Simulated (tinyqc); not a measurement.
Approximations against the iterative solution: electron mobility of a polar semiconductor by Rode's iterative solution of the Boltzmann equation. Computed by tinyqc, a small Python program. Command: `OMP_NUM_THREADS=1 python tinyqc.py 3025112 3025113 out.jsonl rode walk`. One thread of a shared host (Intel(R) Xeon(R) Processor @ 2.30GHz), about 0.01 s of CPU time with the checks.

The distribution is f(E) + e F l(E) (-df/dE) cos(theta) for a weak field F, theta counted from the force; l(E) is a mean free path. Elastic processes enter by their momentum rate, polar optical phonons by out- and in-scattering terms. One valley only: where upper valleys lie close, measured mobilities are lower. The density n is prescribed, even where a narrow-gap material would have more intrinsic carriers.

Inputs (values chosen for the exercise, modelled on InSb):
```
quantity,value,unit
effective mass m,0.013,m_0
non-parabolicity alpha,5.8,1/eV
static permittivity eps_s,16.8,-
high-frequency permittivity eps_inf,15.7,-
density rho,5780,kg/m^3
sound velocity v_l,3820,m/s
acoustic deformation potential D_A,9.6,eV
optical phonon energy hbar w,24,meV
electron density n,8.5e+16,1/cm^3
compensation ratio C,0,-
temperature T,150,K
grid points per phonon energy s,8,-
iteration cap,200,-
```

Band: Kane. Elastic processes: acoustic, impurity.

Constants: k_B = 8.617333262e-05 eV/K; m_0 = 9.1093837015e-31 kg; e = 1.602176634e-19 C; hbar = 1.054571817e-34 J s; eps_0 = 8.8541878128e-12 F/m; k_B = 1.380649e-23 J/K; hbar = 6.582119569e-16 eV s.

Method:
- Kane band: hbar^2 k^2/(2 m) = E (1 + alpha E), speed v = hbar k/(m (1 + 2 alpha E)), states per spin, volume and energy g(E) = m k (1 + 2 alpha E)/(2 pi^2 hbar^2); overlap factors are set to 1. Masses are multiplied by m_0 and all formulas are in SI units.
- The reduced Fermi level eta = E_F/(k_B T) solves n = 2 Z int g f dE with f = 1/(1 + exp(x - eta)) (Z = 1 unless valleys are given); screening length L_s = sqrt(eps_s eps_0 k_B T/(e^2 dn/deta)), dn/deta = 2 Z int g f (1 - f) dE.
- Integrals over x = E/(k_B T) use 160 Gauss-Legendre points in u = sqrt(x) from 0 to sqrt(max(eta, 0) + 32).
- N_I = n (1 + C)/(1 - C).
- Phonon occupation N_q = 1/(exp(hbar w/(k_B T)) - 1).
- Acoustic deformation potential (elastic, equipartition, absorption and emission together): 1/tau = 2 pi k_B T D_A^2 g(E)/(hbar rho v_l^2).
- Singly charged impurities, momentum relaxation: 1/tau = N_I e^4 m (1 + 2 alpha E) Phi/(8 pi (eps_s eps_0)^2 hbar^3 k^3), with alpha = 0 for a parabolic band.
- Brooks-Herring: Phi = ln(1 + b) - b/(1 + b), b = 4 k^2 L_s^2.
- Polar optical, unscreened: W = e^2 w (1/eps_inf - 1/eps_s) m (1 + 2 alpha E') ln|(k + k')/(k - k')| / (4 pi eps_0 hbar^2 k), times N_q for absorption (E' = E + hbar w) and N_q + 1 for emission (E' = E - hbar w > 0), with alpha = 0 for a parabolic band; mean cosine of the angle <cos> = (k^2 + k'^2)/(2 k k') - 1/ln|(k + k')/(k - k')|.
- Energy grid E_j = (j + 1/2) hbar w/s, j = 0, 1, ..., up to (max(eta, 0) + 18) k_B T, so that E_j +/- hbar w are grid points; l = 0 beyond the grid; integrals are sums times the spacing.
- With f' = f(E'): out-scattering S_o = sum over absorption and emission of W (1 - f')/(1 - f); nu = sum of elastic rates; the in-scattering weights are c+ = W_abs <cos> (1 - f')/(1 - f) for E' = E + hbar w and c- likewise for emission.
- Iteration: l_new(E) = [v(E) + c+ l(E + hbar w) + c- l(E - hbar w)]/(nu + S_o), from l = 0.
- mu = e sum g v l f (1 - f) / (3 k_B T sum g f) over the grid; stop when mu changes by less than 1e-8 of itself.
- Self-energy RTA: l = v/(nu + S_o), the first iteration. Momentum RTA: l = v/(nu + S_o - c+ v(E + hbar w)/v - c- v(E - hbar w)/v), listed only where the denominator is positive on the whole grid. The polar-only value solves the same system with nu = 0; the elastic value takes l = v/nu.

reduced Fermi level eta = 2.87262

ionised impurity density N_I = 8.50e+16 1/cm^3

screening length L_s = 17.0813 nm

mobility mu = 56581.2 cm^2/(V s)

Mobilities:
```
method,mu (cm^2/(V s)),deviation (%)
iterative solution,5.6581e+04,0.00
self-energy RTA,4.5875e+04,-18.92
momentum RTA,5.6981e+04,0.71
"polar phonons alone, exact",2.9234e+05,416.67
elastic processes alone,7.4726e+04,32.07
Matthiessen's rule on the last two,5.9513e+04,5.18
```

self-energy RTA mobility = 45875 cm^2/(V s)

polar-phonon mobility = 2.9234e+05 cm^2/(V s)

elastic mobility = 74726 cm^2/(V s)

error of the self-energy RTA = -18.921 %

What does the comparison show, and why?

The self-energy RTA is 18.9 % low: it counts every polar event as a full loss of current. Here hbar w/k_B T = 1.86. Matthiessen's rule is 5.2 % high. The momentum RTA deviates by +0.7 %. Caution: the gas is degenerate, and screening of the polar coupling, left out here, would raise the mobility.
